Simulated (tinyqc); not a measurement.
What each parameter does: core-shell quantum dot (spherical envelope functions).

Parabolic bands; strain and other valleys are left out. s states, u = r psi, hard wall at R + H, c = hbar^2/2m0, energies from the band edges of the core. Core: u = sin(k1 r)/k1, k1 = sqrt(m1 E/c). At R, psi and psi'/m are continuous, so u is continuous and its slope in the shell is s = u/R + (m2/m1)(u' - u/R). Shell: u(R + x) = u(R) cos(k2 x) + s sin(k2 x)/k2, k2 = sqrt(m2 (E - V)/c); for negative arguments the functions turn into sinh and cosh. A level has u(R + H) = 0.

Overlap = (integral of u_e u_h)^2 with normalised u. Coulomb integrals J_ab = (q/eps) double integral of u_a(r)^2 u_b(s)^2/max(r, s), q = e^2/(4 pi eps0), one eps everywhere. Exciton E = Eg + E_e + E_h - J_eh; first-order biexciton shift J_ee + J_hh - 2 J_eh (positive: repulsive).

Constants: hbar^2/2m0 = 3.80998211 eV angstrom^2; e^2/(4 pi eps0) = 14.39964547 eV angstrom; hc = 1239.841984 eV nm.

Values chosen for the exercise (near those of a Ge/Si core-shell dot; shifted at random, so the results belong to these values and not to a real crystal):
```
symbol  value   unit      meaning
R       39      angstrom  core radius
H       32      angstrom  shell thickness
Vc      -0.046  eV        conduction edge of the shell above that of the core
Vv      0.584   eV        hole barrier of the shell
me1     0.122   m0        electron, core
me2     0.249   m0        electron, shell
mh1     0.195   m0        hole, core
mh2     0.397   m0        hole, shell
Eg      0.692   eV        gap of the core
eps     13.3              dielectric constant
```

All quantities anew.

One parameter was then changed.

Results before and after:
```
case     E (eV)  overlap  electron in core  biexciton shift (meV)
base      0.755    0.445             0.400                    8.6
changed   0.749    0.362             0.323                   10.3
```

Which of these changes was made? (a) me2 = 0.311 m0; (b) H = 37 angstrom; (c) Vv = 0.438 eV; (d) Vc = -0.146 eV; (e) R = 42 angstrom; (f) eps = 15.3; (g) mh1 = 0.156 m0.

Answer: (b) H = 37 angstrom. Of the candidates, run in turn, only this one gives the changed row.

All candidates:
```
case             E (eV)  overlap  electron in core  biexciton shift (meV)
base              0.755    0.445             0.400                    8.6
R = 42 angstrom   0.746    0.451             0.422                    7.9
H = 37 angstrom   0.749    0.362             0.323                   10.3
Vc = -0.146 eV    0.688    0.220             0.197                   13.4
Vv = 0.438 eV     0.751    0.482             0.400                    7.8
me2 = 0.311 m0    0.749    0.412             0.370                    9.2
mh1 = 0.156 m0    0.767    0.474             0.400                    7.5
eps = 15.3        0.759    0.445             0.400                    7.5
```

Computed by tinyqc, a small Python program: `OMP_NUM_THREADS=1 python tinyqc.py 1250032 1250033 out.jsonl` (the numbers bound the seed that draws the inputs); one thread of a shared host (Intel(R) Xeon(R) Processor @ 2.30GHz), about 0.02 s for the whole set of steps.
